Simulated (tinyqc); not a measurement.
## MOSFET in the linear regime without short-channel effects, parameter extraction from computed curves: extraction methods against the body factor

Inversion charge Q = Cox n Vt W0(exp((Vg - VT)/(n Vt))), W0 the Lambert function and n = nf; u = Q/Cox; mobility mu = mu0/(1 + th1 u + th2 u^2); channel resistance Rch = (L - dL)/(W mu Q); Id = Vd/(Rch + Rsd/W). Cox = eps0 eox/tox. Small Vd, no channel-length or drain effects.

From the continuous curve Id(Vg): tangent at peak gm (V_ext = Vg - Id/gm); constant current Id = 0.1 uA W/L; peak of d2Id/dVg2; Y = Id/sqrt(gm) drawn through Vg = VT + 0.6 and VT + 0.8 V, with intercept VT_Y and slope s. Mobilities gm,max L/(W Cox Vd) and s^2 L/(W Cox Vd) with the drawn L. Last column: share of Rsd/W in the total resistance at VT + 0.8 V.

Inputs (values chosen for the exercise); channel values of the order met in silicon transistors: temperature T = 77 K; relative permittivity of the gate insulator (close to silicon nitride) eox = 7.28; insulator thickness tox = 4.1 nm; low-field mobility mu0 = 270 cm^2/(V s); first mobility attenuation factor th1 = 0.33 1/V; second mobility attenuation factor th2 = 0.04 1/V^2; threshold voltage VT = 0.66 V; gate width W = 10 um; drawn gate length L = 0.55 um; drawn less effective length dL = 0.018 um; source plus drain resistance Rsd = 90 ohm um; drain voltage Vd = 0.025 V.

Constants: q = 1.602176634e-19 C, kB = 1.380649e-23 J/K, Vt = kB T/q, eps0 = 8.8541878128e-14 F/cm where lengths are in cm. Results are converted to the units shown.

Result of one run:
```
V_ext (V),constant current (V),second derivative (V),VT_Y (V),mobility from gm (cm^2/(V s)),mobility from Y (cm^2/(V s)),series share (%)
0.669,0.668,0.658,0.698,234,286,4.10
```

Which body factor nf gave this result: 1, 1.1, 1.2, 1.5 or 1.6?

nf = 1.5.

The whole series:
```
nf,V_ext (V),constant current (V),second derivative (V),VT_Y (V),mobility from gm (cm^2/(V s)),mobility from Y (cm^2/(V s)),series share (%)
1,0.667,0.671,0.658,0.693,242,289,4.14
1.1,0.667,0.671,0.658,0.694,240,288,4.13
1.2,0.668,0.670,0.658,0.695,239,288,4.12
1.3,0.668,0.670,0.658,0.696,237,287,4.11
1.4,0.668,0.669,0.658,0.697,236,286,4.10
1.5,0.669,0.668,0.658,0.698,234,286,4.10
1.6,0.669,0.668,0.657,0.699,233,285,4.09
1.7,0.669,0.667,0.657,0.700,232,284,4.08
```

The model has VT = 0.66 V and mu0 = 270 cm^2/(V s). Over the table the extracted thresholds move by 1.8 mV (tangent), 4.5 mV (constant current), 1.0 mV (second derivative), 7.5 mV (Y function). The mobility from gm falls from 242 to 232 and that from Y falls from 289 to 284 cm^2/(V s).

Program tinyqc, `OMP_NUM_THREADS=1 python tinyqc.py 2210088 2210089 out.jsonl`; Intel Xeon 2.30GHz, shared host, one thread, about 0.01 s.
